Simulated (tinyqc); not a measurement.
Strength against creep resistance: grain growth, pinning, strength and diffusional creep of a polycrystal or thin film. Computed by tinyqc, a small Python program. Command: `OMP_NUM_THREADS=1 python tinyqc.py 3020745 3020746 out.jsonl grain walk`. One thread of a shared host (Intel(R) Xeon(R) Processor @ 2.30GHz), about 0.01 s of CPU time with the checks.

One mean grain size d describes the structure.

Inputs (values chosen for the exercise, for a model solid):

| quantity | value | unit |
|---|---|---|
| atomic volume Omega | 11.81 | angstrom^3 |
| boundary energy gamma | 0.51 | J/m^2 |
| mobility prefactor M0 | 8.1e-05 | m^4/(J s) |
| activation energy of boundary motion Q_m | 0.842 | eV |
| anneal temperature T | 319 | K |
| anneal time t | 990 | s |
| initial grain size d0 | 46 | nm |
| particle volume fraction f | 0.00013 | - |
| particle radius r | 16 | nm |
| Hall-Petch slope k_y | 0.11 | MPa m^0.5 |
| lattice diffusion energy Q_l | 2.42 | eV |
| boundary diffusion energy Q_b | 0.85 | eV |
| lattice prefactor D0 | 2.9e-05 | m^2/s |
| boundary prefactor delta D0b | 1.3e-14 | m^3/s |
| applied stress sigma | 24 | MPa |
| service temperature T_c | 429 | K |

Sample: bulk.

Constants: k_B = 8.617333262e-05 eV/K; k_B = 1.380649e-23 J/K.

Method:
- M = M0 exp(-Q_m/(k_B T)). The driving pressure is 2 gamma/d. Zener pinning pressure 3 f gamma/(2 r) stops growth at d_Z = 4 r/(3 f). The limit is d_lim = d_Z.
- dd/dt = 2 M gamma (1/d - 1/d_lim) integrates to 2 M gamma t = d_lim (d0 - d) + d_lim^2 ln[(d_lim - d0)/(d_lim - d)]; without pinning d^2 = d0^2 + 4 M gamma t.
- Nabarro-Herring rate = 14 sigma Omega D_l/(k_B T d^2), D_l = D0 exp(-Q_l/(k_B T)); Coble rate = 14 pi sigma Omega delta D_b/(k_B T d^3), delta D_b = delta D0b exp(-Q_b/(k_B T)); they are equal at d_x = pi delta D_b/D_l.
- Hall-Petch term k_y/sqrt(d).

crossover size d_x = 3.91416e+15 micrometre

At T_c and sigma:

| d (nm) | Hall-Petch term (MPa) | Nabarro-Herring (1/s) | Coble (1/s) | time to 1 % (s) |
|---|---|---|---|---|
| 30 | 635.09 | 8.0295e-19 | 1.0476e-01 | 9.5455e-02 |
| 100 | 347.85 | 7.2265e-20 | 2.8286e-03 | 3.5354e+00 |
| 300 | 200.83 | 8.0295e-21 | 1.0476e-04 | 9.5455e+01 |
| 1000 | 110.00 | 7.2265e-22 | 2.8286e-06 | 3.5354e+03 |
| 3000 | 63.51 | 8.0295e-23 | 1.0476e-07 | 9.5455e+04 |
| 10000 | 34.79 | 7.2265e-24 | 2.8286e-09 | 3.5354e+06 |
| 100000 | 11.00 | 7.2265e-26 | 2.8286e-12 | 3.5354e+09 |

From 100 micrometre to 30 nm grains the Hall-Petch term grows 58 times, while the time to 1 % strain shrinks by 10.6 decades. Coble creep rules in 7 of the seven rows (d_x is a millimetre or more). Fine grains resist slip but creep fast. The Hall-Petch value at 30 nm is at the edge of that law. Caution: T_c is above the anneal temperature, so the grains would go on growing in service.

Extremes, crossings and ranges named in words are read from the listed rows.
